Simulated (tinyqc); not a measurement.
# Thin film between two gates, subbands and threshold shift from confinement, step by step

Computed by the program tinyqc: `OMP_NUM_THREADS=1 python tinyqc.py 2350061 2350062 out.jsonl`, one thread of a shared Intel Xeon 2.30GHz, about 0.06 s for the whole run. Printed values are rounded.

Undoped body with a flat potential across it, hard walls, transport along x. Three valley pairs (g = 2 each) with the longitudinal mass along x, y or z. Non-parabolicity enters the subband edges through E (1 + al E) = gamma, so E = 2 gamma/(1 + sqrt(1 + 4 al gamma)); motion within a subband is taken as parabolic with the band-edge mass. Energies are counted from the bulk band edge.

Inputs (values chosen for the exercise); masses close to those of silicon: temperature T = 77 K; longitudinal mass ml = 0.916 m0; transverse mass mt = 0.191 m0; non-parabolicity al = 0 1/eV; film thickness (along z) t = 4.1 nm; widening of the box by penetration into the insulator dl = 0.3 nm.

Constants: q = 1.602176634e-19 C, kB = 1.380649e-23 J/K, hbar = 1.054571817e-34 J s, m0 = 9.1093837015e-31 kg, Vt = kB T/q, hbar^2/(2 m0) = 0.0380998212 eV nm^2. Results are converted to the units shown.

## Lowest subbands

gamma = C (pi k/(t + dl))^2/mz, C = hbar^2/(2 m0). List the 6 lowest, labelled by valley axis and quantum numbers, with degeneracy g and N_k: N_k = g sqrt(mx my) m0 kB T/(pi hbar^2).

E_k, subband z1 to z4 (eV): [0.0212042, 0.0848168, 0.101691, 0.101691, 0.190838, 0.339267]
g, subband z1 to z4: [2, 2, 2, 2, 2, 2]
N_k, subband z1 to z4 (cm^-2): [1.05882e12, 1.05882e12, 2.31876e12, 2.31876e12, 1.05882e12, 1.05882e12]

## Threshold shift

Each subband has N_k = g sqrt(mx my) m0 kB T/(pi hbar^2); without degeneracy n = exp(EF/Vt) sum N_k exp(-E_k/Vt). Classical value Nc times t, Nc = sum over valleys of 2 g (m m0 kB T/(2 pi hbar^2))^1.5 with m = (mx my mz)^(1/3). Threshold shift dVT = Vt ln(classical value/sum N_k exp(-E_k/Vt)). Use the subbands listed.

shares, subband z1 to z4 (%): [99.9908, 0.0069, 0.0012, 0.0012, 0.0000, 0.0000]
sum N_k exp(-E_k/Vt) = 4.33525e10 cm^-2
Nc = 3.57897e18 cm^-3
classical value = 1.46738e12 cm^-2
dVT = 23.3688 mV

With all subbands dVT = 23.37 mV. The lowest edge lies at 21.2 meV; dVT is larger than that, since sum N_k exp(-(E_k - E_1)/Vt) falls short of the classical value.
